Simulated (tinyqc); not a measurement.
CIS and TDHF on RHF in the sto-3g basis, for BeH2, spin multiplicity 1, step by step (part 2 of 2). Computed by tinyqc, a small Python program that keeps every step (integrals from PySCF). Command: `OMP_NUM_THREADS=1 python tinyqc.py 24723 24724 out.jsonl` (the two numbers bound the seeds that draw the settings). One thread of a shared host (Intel(R) Xeon(R) Processor @ 2.60GHz), about 0.08 s of CPU time with the checks.

Geometry (angstrom):
```
atom        x         y        z
Be    0.00000   0.00000  0.00000
H     0.00000   1.24200  0.00000
H     0.00000  -1.24200  0.00000
```

## CIS matrix, singlets

orbital energies (hartree): MO1 -4.51705, MO2 -0.47308, MO3 -0.44001, MO4 0.20914, MO5 0.20914, MO6 0.50333, MO7 1.06773

Two-electron integrals over orbitals (pq|rs), unique and non-zero (hartree):
```
(11|11) 2.27141    (21|11) -0.20627   (21|21) 0.02870    (22|11) 0.50272
(22|21) -0.00738   (22|22) 0.40879    (31|31) 0.00659    (32|31) 0.01581
(32|32) 0.16604    (33|11) 0.47443    (33|21) -0.00305   (33|22) 0.42229
(33|33) 0.44523    (41|41) 0.01577    (42|41) 0.01551    (42|42) 0.05058
(43|43) 0.01557    (44|11) 0.56917    (44|21) -0.00848   (44|22) 0.37598
(44|33) 0.36474    (44|44) 0.44986    (51|51) 0.01577    (52|51) 0.01551
(52|52) 0.05058    (53|53) 0.01557    (54|54) 0.02425    (55|11) 0.56917
(55|21) -0.00848   (55|22) 0.37598    (55|33) 0.36474    (55|44) 0.40136
(55|55) 0.44986    (61|11) -0.17091   (61|21) 0.02448    (61|22) -0.00715
(61|33) -0.00466   (61|44) -0.00413   (61|55) -0.00413   (61|61) 0.02122
(62|11) 0.09809    (62|21) -0.00690   (62|22) -0.02945   (62|33) -0.05181
(62|44) 0.04537    (62|55) 0.04537    (62|61) -0.00303   (62|62) 0.07582
(63|31) -0.00395   (63|32) -0.09658   (63|63) 0.08311    (64|41) 0.01625
(64|42) 0.04766    (64|64) 0.05113    (65|51) 0.01625    (65|52) 0.04766
(65|65) 0.05113    (66|11) 0.47968    (66|21) -0.00629   (66|22) 0.40520
(66|33) 0.41614    (66|44) 0.37254    (66|55) 0.37254    (66|61) -0.00557
(66|62) -0.03902   (66|66) 0.41862    (71|31) 0.01199    (71|32) 0.02141
(71|63) -0.00325   (71|71) 0.02246    (72|31) 0.00283    (72|32) -0.04682
(72|63) 0.06109    (72|71) 0.00665    (72|72) 0.05651    (73|11) 0.13319
(73|21) -0.00565   (73|22) -0.00971   (73|33) -0.02446   (73|44) 0.05371
(73|55) 0.05371    (73|61) -0.00292   (73|62) 0.07092    (73|66) -0.03041
(73|73) 0.08055    (74|43) 0.01391    (74|74) 0.01626    (75|53) 0.01391
(75|75) 0.01626    (76|31) 0.01204    (76|32) 0.14380    (76|63) -0.09764
(76|71) 0.01614    (76|72) -0.05945   (76|76) 0.14256    (77|11) 0.58885
(77|21) -0.00970   (77|22) 0.43983    (77|33) 0.45929    (77|44) 0.39614
(77|55) 0.39614    (77|61) -0.00918   (77|62) -0.04542   (77|66) 0.44600
(77|73) -0.01930   (77|77) 0.50311
```

A(ia,jb) = (e_a - e_i) d_ij d_ab + 2 (ia|jb) - (ij|ab).

CIS matrix A, singlet (hartree):
```
         1>4      1>5       1>6       1>7      2>4      2>5       2>6       2>7
1>4  4.18856  0.00000   0.00000   0.00000  0.03950  0.00000   0.00000   0.00000
1>5  0.00000  4.18856   0.00000   0.00000  0.00000  0.03950   0.00000   0.00000
1>6  0.00000  0.00000   4.58314   0.00000  0.00000  0.00000   0.00023   0.00000
1>7  0.00000  0.00000   0.00000   5.04085  0.00000  0.00000   0.00000   0.02301
2>4  0.03950  0.00000   0.00000   0.00000  0.40739  0.00000   0.00000   0.00000
2>5  0.00000  0.03950   0.00000   0.00000  0.00000  0.40739   0.00000   0.00000
2>6  0.00000  0.00000   0.00023   0.00000  0.00000  0.00000   0.72286   0.00000
2>7  0.00000  0.00000   0.00000   0.02301  0.00000  0.00000   0.00000   1.21400
3>4  0.00000  0.00000   0.00000   0.00000  0.00000  0.00000   0.00000   0.00000
3>5  0.00000  0.00000   0.00000   0.00000  0.00000  0.00000   0.00000   0.00000
3>6  0.00000  0.00000   0.00000  -0.01855  0.00000  0.00000   0.00000  -0.02161
3>7  0.00000  0.00000  -0.01789   0.00000  0.00000  0.00000  -0.00195   0.00000

         3>4      3>5       3>6       3>7
1>4  0.00000  0.00000   0.00000   0.00000
1>5  0.00000  0.00000   0.00000   0.00000
1>6  0.00000  0.00000   0.00000  -0.01789
1>7  0.00000  0.00000  -0.01855   0.00000
2>4  0.00000  0.00000   0.00000   0.00000
2>5  0.00000  0.00000   0.00000   0.00000
2>6  0.00000  0.00000   0.00000  -0.00195
2>7  0.00000  0.00000  -0.02161   0.00000
3>4  0.31554  0.00000   0.00000   0.00000
3>5  0.00000  0.31554   0.00000   0.00000
3>6  0.00000  0.00000   0.69341   0.00000
3>7  0.00000  0.00000   0.00000   1.20954
```

## CIS singlet states

dipole integrals <i|r|a> (bohr), order 1>4, 1>5, 1>6, 1>7, 2>4, 2>5, 2>6, 2>7, 3>4, 3>5, 3>6, 3>7:
$$\begin{pmatrix}
0.02307 & 0.00000 & 0.15066 \\
0.15066 & 0.00000 & -0.02307 \\
0.00000 & 0.00000 & 0.00000 \\
0.00000 & 0.13231 & 0.00000 \\
0.14647 & 0.00000 & 0.95664 \\
0.95664 & 0.00000 & -0.14647 \\
0.00000 & 0.00000 & 0.00000 \\
0.00000 & -0.53416 & 0.00000 \\
0.00000 & 0.00000 & 0.00000 \\
0.00000 & 0.00000 & 0.00000 \\
0.00000 & -1.03666 & 0.00000 \\
0.00000 & 0.00000 & 0.00000
\end{pmatrix}$$

Diagonalise A (1 hartree = 27.211386 eV); each vector has its largest component positive (the first on a tie). The transition dipole is mu = sqrt2 sum c_ia <i|r|a>.

singlet excitation energies (eV): [8.58630, 8.58630, 11.07434, 11.07434, 18.84237, 19.66967, 32.91093, 33.05505, 113.98766, 113.98766, 124.71609, 137.17437]

lowest vectors, order 1>4, 1>5, 1>6, 1>7, 2>4, 2>5, 2>6, 2>7, 3>4, 3>5, 3>6, 3>7:
$$\begin{pmatrix}
0.00000 & 0.00000 & 0.00006 & -0.01044 & 0.00000 & 0.00000 \\
0.00000 & 0.00000 & -0.01044 & -0.00006 & 0.00000 & 0.00000 \\
0.00000 & 0.00000 & 0.00000 & 0.00000 & 0.00000 & -0.00004 \\
0.00000 & 0.00000 & 0.00000 & 0.00000 & 0.00404 & 0.00000 \\
0.00000 & 0.00000 & -0.00540 & 0.99993 & 0.00000 & 0.00000 \\
0.00000 & 0.00000 & 0.99993 & 0.00540 & 0.00000 & 0.00000 \\
0.00000 & 0.00000 & 0.00000 & 0.00000 & 0.00000 & 0.99999 \\
0.00000 & 0.00000 & 0.00000 & 0.00000 & 0.04123 & 0.00000 \\
0.01910 & 0.99982 & 0.00000 & 0.00000 & 0.00000 & 0.00000 \\
0.99982 & -0.01910 & 0.00000 & 0.00000 & 0.00000 & 0.00000 \\
0.00000 & 0.00000 & 0.00000 & 0.00000 & 0.99914 & 0.00000 \\
0.00000 & 0.00000 & 0.00000 & 0.00000 & 0.00000 & 0.00401
\end{pmatrix}$$

oscillator strengths 2/3 w |mu|^2: [0.00000, 0.00000, 0.50651, 0.50651, 1.03202, 0.00000]

Within a degenerate level the vectors are fixed only up to a rotation; this is one choice.

## TDHF (RPA) singlet states

B(ia,jb) = 2 (ia|jb) - (ib|ja); the squared energies are the eigenvalues of (A - B)(A + B); 1 hartree = 27.211386 eV.

TDHF matrix B, singlet (hartree):
```
         1>4      1>5       1>6       1>7      2>4      2>5       2>6      2>7
1>4  0.01577  0.00000   0.00000   0.00000  0.01551  0.00000   0.00000  0.00000
1>5  0.00000  0.01577   0.00000   0.00000  0.00000  0.01551   0.00000  0.00000
1>6  0.00000  0.00000   0.02122   0.00000  0.00000  0.00000  -0.00303  0.00000
1>7  0.00000  0.00000   0.00000   0.02246  0.00000  0.00000   0.00000  0.00665
2>4  0.01551  0.00000   0.00000   0.00000  0.05058  0.00000   0.00000  0.00000
2>5  0.00000  0.01551   0.00000   0.00000  0.00000  0.05058   0.00000  0.00000
2>6  0.00000  0.00000  -0.00303   0.00000  0.00000  0.00000   0.07582  0.00000
2>7  0.00000  0.00000   0.00000   0.00665  0.00000  0.00000   0.00000  0.05651
3>4  0.00000  0.00000   0.00000   0.00000  0.00000  0.00000   0.00000  0.00000
3>5  0.00000  0.00000   0.00000   0.00000  0.00000  0.00000   0.00000  0.00000
3>6  0.00000  0.00000   0.00000  -0.00358  0.00000  0.00000   0.00000  0.05126
3>7  0.00000  0.00000  -0.00260   0.00000  0.00000  0.00000   0.08075  0.00000

         3>4      3>5       3>6       3>7
1>4  0.00000  0.00000   0.00000   0.00000
1>5  0.00000  0.00000   0.00000   0.00000
1>6  0.00000  0.00000   0.00000  -0.00260
1>7  0.00000  0.00000  -0.00358   0.00000
2>4  0.00000  0.00000   0.00000   0.00000
2>5  0.00000  0.00000   0.00000   0.00000
2>6  0.00000  0.00000   0.00000   0.08075
2>7  0.00000  0.00000   0.05126   0.00000
3>4  0.01557  0.00000   0.00000   0.00000
3>5  0.00000  0.01557   0.00000   0.00000
3>6  0.00000  0.00000   0.08311   0.00000
3>7  0.00000  0.00000   0.00000   0.08055
```

squared energies w^2 (hartree^2): [0.09932, 0.09932, 0.16306, 0.16306, 0.46999, 0.51161, 1.44840, 1.46973, 17.54674, 17.54674, 21.00553, 25.41174]

TDHF energies from the positive w^2 (eV): [8.57584, 8.57584, 10.98810, 10.98810, 18.65505, 19.46350, 32.74878, 32.98906, 113.98533, 113.98533, 124.71465, 137.17275]

## CIS matrix, triplets

A(ia,jb) = (e_a - e_i) d_ij d_ab - (ij|ab).

CIS matrix A, triplet (hartree):
```
         1>4      1>5       1>6       1>7      2>4      2>5       2>6       2>7
1>4  4.15702  0.00000   0.00000   0.00000  0.00848  0.00000   0.00000   0.00000
1>5  0.00000  4.15702   0.00000   0.00000  0.00000  0.00848   0.00000   0.00000
1>6  0.00000  0.00000   4.54070   0.00000  0.00000  0.00000   0.00629   0.00000
1>7  0.00000  0.00000   0.00000   4.99593  0.00000  0.00000   0.00000   0.00970
2>4  0.00848  0.00000   0.00000   0.00000  0.30623  0.00000   0.00000   0.00000
2>5  0.00000  0.00848   0.00000   0.00000  0.00000  0.30623   0.00000   0.00000
2>6  0.00000  0.00000   0.00629   0.00000  0.00000  0.00000   0.57121   0.00000
2>7  0.00000  0.00000   0.00000   0.00970  0.00000  0.00000   0.00000   1.10098
3>4  0.00000  0.00000   0.00000   0.00000  0.00000  0.00000   0.00000   0.00000
3>5  0.00000  0.00000   0.00000   0.00000  0.00000  0.00000   0.00000   0.00000
3>6  0.00000  0.00000   0.00000  -0.01204  0.00000  0.00000   0.00000  -0.14380
3>7  0.00000  0.00000  -0.01204   0.00000  0.00000  0.00000  -0.14380   0.00000

         3>4      3>5       3>6       3>7
1>4  0.00000  0.00000   0.00000   0.00000
1>5  0.00000  0.00000   0.00000   0.00000
1>6  0.00000  0.00000   0.00000  -0.01204
1>7  0.00000  0.00000  -0.01204   0.00000
2>4  0.00000  0.00000   0.00000   0.00000
2>5  0.00000  0.00000   0.00000   0.00000
2>6  0.00000  0.00000   0.00000  -0.14380
2>7  0.00000  0.00000  -0.14380   0.00000
3>4  0.28441  0.00000   0.00000   0.00000
3>5  0.00000  0.28441   0.00000   0.00000
3>6  0.00000  0.00000   0.52720   0.00000
3>7  0.00000  0.00000   0.00000   1.04845
```

## CIS triplet states

Diagonalise A (1 hartree = 27.211386 eV); each vector has its largest component positive (the first on a tie).

triplet excitation energies (eV): [7.73906, 7.73906, 8.33256, 8.33256, 13.41949, 14.45541, 29.61622, 30.88382, 113.11883, 113.11883, 123.56014, 135.94772]

lowest vectors, order 1>4, 1>5, 1>6, 1>7, 2>4, 2>5, 2>6, 2>7, 3>4, 3>5, 3>6, 3>7:
$$\begin{pmatrix}
0.00000 & 0.00000 & -0.00220 & 0.00000 & 0.00000 & 0.00000 \\
0.00000 & 0.00000 & 0.00000 & -0.00220 & 0.00000 & 0.00000 \\
0.00000 & 0.00000 & 0.00000 & 0.00000 & 0.00000 & -0.00071 \\
0.00000 & 0.00000 & 0.00000 & 0.00000 & 0.00211 & 0.00000 \\
0.00000 & 0.00000 & 1.00000 & 0.00083 & 0.00000 & 0.00000 \\
0.00000 & 0.00000 & -0.00083 & 1.00000 & 0.00000 & 0.00000 \\
0.00000 & 0.00000 & 0.00000 & 0.00000 & 0.00000 & 0.96346 \\
0.00000 & 0.00000 & 0.00000 & 0.00000 & 0.23019 & 0.00000 \\
0.02428 & 0.99971 & 0.00000 & 0.00000 & 0.00000 & 0.00000 \\
0.99971 & -0.02428 & 0.00000 & 0.00000 & 0.00000 & 0.00000 \\
0.00000 & 0.00000 & 0.00000 & 0.00000 & 0.97314 & 0.00000 \\
0.00000 & 0.00000 & 0.00000 & 0.00000 & 0.00000 & 0.26785
\end{pmatrix}$$

Within a degenerate level the vectors are fixed only up to a rotation; this is one choice.

## TDHF (RPA) triplet states

B(ia,jb) = - (ib|ja); the squared energies are the eigenvalues of (A - B)(A + B); 1 hartree = 27.211386 eV.

TDHF matrix B, triplet (hartree):
```
          1>4       1>5       1>6       1>7       2>4       2>5       2>6       2>7
1>4  -0.01577   0.00000   0.00000   0.00000  -0.01551   0.00000   0.00000   0.00000
1>5   0.00000  -0.01577   0.00000   0.00000   0.00000  -0.01551   0.00000   0.00000
1>6   0.00000   0.00000  -0.02122   0.00000   0.00000   0.00000   0.00303   0.00000
1>7   0.00000   0.00000   0.00000  -0.02246   0.00000   0.00000   0.00000  -0.00665
2>4  -0.01551   0.00000   0.00000   0.00000  -0.05058   0.00000   0.00000   0.00000
2>5   0.00000  -0.01551   0.00000   0.00000   0.00000  -0.05058   0.00000   0.00000
2>6   0.00000   0.00000   0.00303   0.00000   0.00000   0.00000  -0.07582   0.00000
2>7   0.00000   0.00000   0.00000  -0.00665   0.00000   0.00000   0.00000  -0.05651
3>4   0.00000   0.00000   0.00000   0.00000   0.00000   0.00000   0.00000   0.00000
3>5   0.00000   0.00000   0.00000   0.00000   0.00000   0.00000   0.00000   0.00000
3>6   0.00000   0.00000   0.00000   0.00292   0.00000   0.00000   0.00000  -0.07092
3>7   0.00000   0.00000   0.00325   0.00000   0.00000   0.00000  -0.06109   0.00000

          3>4       3>5       3>6       3>7
1>4   0.00000   0.00000   0.00000   0.00000
1>5   0.00000   0.00000   0.00000   0.00000
1>6   0.00000   0.00000   0.00000   0.00325
1>7   0.00000   0.00000   0.00292   0.00000
2>4   0.00000   0.00000   0.00000   0.00000
2>5   0.00000   0.00000   0.00000   0.00000
2>6   0.00000   0.00000   0.00000  -0.06109
2>7   0.00000   0.00000  -0.07092   0.00000
3>4  -0.01557   0.00000   0.00000   0.00000
3>5   0.00000  -0.01557   0.00000   0.00000
3>6   0.00000   0.00000  -0.08311   0.00000
3>7   0.00000   0.00000   0.00000  -0.08055
```

squared energies w^2 (hartree^2): [0.08064, 0.08064, 0.09118, 0.09118, 0.22825, 0.26863, 1.17843, 1.28290, 17.28028, 17.28028, 20.61794, 24.95929]

TDHF energies from the positive w^2 (eV): [7.72746, 7.72746, 8.21693, 8.21693, 13.00050, 14.10362, 29.53942, 30.82107, 113.11652, 113.11652, 123.55868, 135.94611]
